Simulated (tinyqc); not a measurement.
Four-point probe, van der Pauw, Hall and spreading-resistance readings of a semiconductor layer: one step, computed by the program tinyqc.

The layer is uniform and ohmic; contacts are points unless a radius is given.

Problem. The two van der Pauw resistances. Thin rectangle with point contacts at the corners; for R_B current and voltage contacts lie along the two sides of length a, for R_A along those of length b: exp(-pi R_A/R_s) = (theta_4/theta_3)^4, exp(-pi R_B/R_s) = (theta_2/theta_3)^4 with q = exp(-pi a/b), theta_2 = 2 sum_(m>=0) q^((m + 1/2)^2), theta_3 = 1 + 2 sum_(m>=1) q^(m^2), theta_4 = 1 + 2 sum_(m>=1) (-1)^m q^(m^2).

Inputs (values chosen for the exercise, modelled on p-type silicon): side ratio a/b of the van der Pauw rectangle = 1.4.

Backing of the layer: insulating.

sheet resistance R_s = 8718.531 ohm/square

Give: R_A; R_B; ratio R_B/R_A.

Solution.

R_A = 546.2 ohm

R_B = 4780 ohm

ratio R_B/R_A = 8.750
